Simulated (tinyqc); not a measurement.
Inside a calculation. Method: RKS/LDA (VWN5) in the 6-31g basis, for H2, spin multiplicity 1. One step of it, computed by the program tinyqc.

Task: Iteration 2: building the Kohn-Sham matrix. J_ij = sum D_kl (ij|kl); F = H + J + V_xc; E = tr D H + tr D J / 2 + E_xc + E_nn.

D after iteration 1:
```
,1H 1s,1H 2s,2H 1s,2H 2s
1H 1s,0.201647,0.175457,0.201647,0.175457
1H 2s,0.175457,0.154480,0.175457,0.154480
2H 1s,0.201647,0.175457,0.201647,0.175457
2H 2s,0.175457,0.154480,0.175457,0.154480
```

core Hamiltonian H = T + V (hartree):
```
,1H 1s,1H 2s,2H 1s,2H 2s
1H 1s,-0.986191,-0.933791,-0.854490,-0.801662
1H 2s,-0.933791,-0.934426,-0.801662,-0.867721
2H 1s,-0.854490,-0.801662,-0.986191,-0.933791
2H 2s,-0.801662,-0.867721,-0.933791,-0.934426
```

Two-electron integrals (ij|kl) in chemists' order, unique and non-zero (hartree):
```
i,j,k,l,(ij|kl)
1,1,1,1,1.076566
2,1,1,1,0.578470
2,1,2,1,0.329423
2,2,1,1,0.587396
2,2,2,1,0.361304
2,2,2,2,0.453150
3,1,1,1,0.436438
3,1,2,1,0.247517
3,1,2,2,0.268617
3,1,3,1,0.225243
3,2,1,1,0.359438
3,2,2,1,0.216990
3,2,2,2,0.259630
3,2,3,1,0.203766
3,2,3,2,0.204020
3,3,1,1,0.680937
3,3,2,1,0.416853
3,3,2,2,0.503953
3,3,3,1,0.436438
3,3,3,2,0.450064
3,3,3,3,1.076566
4,1,1,1,0.450064
4,1,2,1,0.257110
4,1,2,2,0.283404
4,1,3,1,0.203766
4,1,3,2,0.181935
4,1,3,3,0.359438
4,1,4,1,0.204020
4,2,1,1,0.487785
4,2,2,1,0.301538
4,2,2,2,0.382460
4,2,3,1,0.241395
4,2,3,2,0.242576
4,2,3,3,0.487785
4,2,4,1,0.242576
4,2,4,2,0.338687
4,3,1,1,0.416853
4,3,2,1,0.255902
4,3,2,2,0.315680
4,3,3,1,0.247517
4,3,3,2,0.257110
4,3,3,3,0.578470
4,3,4,1,0.216990
4,3,4,2,0.301538
4,3,4,3,0.329423
4,4,1,1,0.503953
4,4,2,1,0.315680
4,4,2,2,0.412762
4,4,3,1,0.268617
4,4,3,2,0.283404
4,4,3,3,0.587396
4,4,4,1,0.259630
4,4,4,2,0.382460
4,4,4,3,0.361304
4,4,4,4,0.453150
```

nuclear repulsion = 0.74427175 hartree

V_xc (hartree):
```
,1H 1s,1H 2s,2H 1s,2H 2s
1H 1s,-0.521935,-0.288378,-0.257809,-0.235209
1H 2s,-0.288378,-0.291173,-0.235209,-0.262907
2H 1s,-0.257809,-0.235209,-0.521935,-0.288378
2H 2s,-0.235209,-0.262907,-0.288378,-0.291173
```

E_xc = sum of w rho eps_xc = -0.65306839 hartree

Give: Coulomb J; Kohn-Sham matrix F; total energy of this density.

Result:

Coulomb J (hartree):
```
,1H 1s,1H 2s,2H 1s,2H 2s
1H 1s,1.4830,0.8700,0.7411,0.7061
1H 2s,0.8700,1.0085,0.7061,0.8988
2H 1s,0.7411,0.7061,1.4830,0.8700
2H 2s,0.7061,0.8988,0.8700,1.0085
```

Kohn-Sham matrix F (hartree):
```
,1H 1s,1H 2s,2H 1s,2H 2s
1H 1s,-0.0251,-0.3521,-0.3712,-0.3308
1H 2s,-0.3521,-0.2171,-0.3308,-0.2319
2H 1s,-0.3712,-0.3308,-0.0251,-0.3521
2H 2s,-0.3308,-0.2319,-0.3521,-0.2171
```

total energy of this density = -1.129716 hartree

This density is a damped mixture and is not idempotent.
